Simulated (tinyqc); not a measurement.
# MOSFET in the linear regime without short-channel effects, parameter extraction from computed curves: extraction methods against the body factor

Inversion charge Q = Cox n Vt W0(exp((Vg - VT)/(n Vt))), W0 the Lambert function and n = nf; u = Q/Cox; mobility mu = mu0/(1 + th1 u + th2 u^2); channel resistance Rch = (L - dL)/(W mu Q); Id = Vd/(Rch + Rsd/W). Cox = eps0 eox/tox. Small Vd, no channel-length or drain effects.

From the continuous curve Id(Vg): tangent at peak gm (V_ext = Vg - Id/gm); constant current Id = 0.1 uA W/L; peak of d2Id/dVg2; Y = Id/sqrt(gm) drawn through Vg = VT + 0.6 and VT + 0.8 V, with intercept VT_Y and slope s. Mobilities gm,max L/(W Cox Vd) and s^2 L/(W Cox Vd) with the drawn L. Last column: share of Rsd/W in the total resistance at VT + 0.8 V.

Values chosen for this exercise; channel values of the order met in silicon transistors:
```
symbol  value        unit                                                                 meaning
T         300           K                                                             temperature
eox       3.9              relative permittivity of the gate insulator (close to silicon dioxide)
tox       1.3          nm                                                     insulator thickness
mu0        85  cm^2/(V s)                                                      low-field mobility
th1      0.72         1/V                                       first mobility attenuation factor
th2         0       1/V^2                                      second mobility attenuation factor
VT       0.43           V                                                       threshold voltage
W           1          um                                                              gate width
L        0.89          um                                                       drawn gate length
dL      0.014          um                                             drawn less effective length
Rsd        99      ohm um                                            source plus drain resistance
Vd       0.02           V                                                           drain voltage
```

Constants: q = 1.602176634e-19 C, kB = 1.380649e-23 J/K, Vt = kB T/q, eps0 = 8.8541878128e-14 F/cm where lengths are in cm. Results are converted to the units shown.

Results:

| nf | V_ext (V) | constant current (V) | second derivative (V) | VT_Y (V) | mobility from gm (cm^2/(V s)) | mobility from Y (cm^2/(V s)) | series share (%) |
|---|---|---|---|---|---|---|---|
| 1 | 0.431 | 0.448 | 0.422 | 0.473 | 59.9 | 79.5 | 1.19 |
| 1.1 | 0.429 | 0.445 | 0.421 | 0.474 | 58.9 | 78.9 | 1.18 |
| 1.2 | 0.428 | 0.442 | 0.419 | 0.475 | 58.0 | 78.2 | 1.18 |
| 1.3 | 0.426 | 0.438 | 0.418 | 0.475 | 57.1 | 77.5 | 1.17 |
| 1.4 | 0.424 | 0.434 | 0.417 | 0.476 | 56.3 | 76.8 | 1.17 |
| 1.6 | 0.421 | 0.426 | 0.414 | 0.476 | 54.8 | 75.4 | 1.16 |
| 1.7 | 0.419 | 0.422 | 0.413 | 0.476 | 54.1 | 74.8 | 1.15 |

Estimate the missing row, nf = 1.5.

Computed row:

| nf | V_ext (V) | constant current (V) | second derivative (V) | VT_Y (V) | mobility from gm (cm^2/(V s)) | mobility from Y (cm^2/(V s)) | series share (%) |
|---|---|---|---|---|---|---|---|
| 1.5 | 0.423 | 0.430 | 0.416 | 0.476 | 55.5 | 76.1 | 1.16 |

With this row back in the table: The model has VT = 0.43 V and mu0 = 85 cm^2/(V s). Over the table the extracted thresholds move by 12 mV (tangent), 26 mV (constant current), 9.0 mV (second derivative), 3.9 mV (Y function). The mobility from gm falls from 59.9 to 54.1 and that from Y falls from 79.5 to 74.8 cm^2/(V s).

Computed by the program tinyqc: `OMP_NUM_THREADS=1 python tinyqc.py 2210021 2210022 out.jsonl`, one thread of a shared Intel Xeon 2.30GHz, about 0.01 s for the whole run.
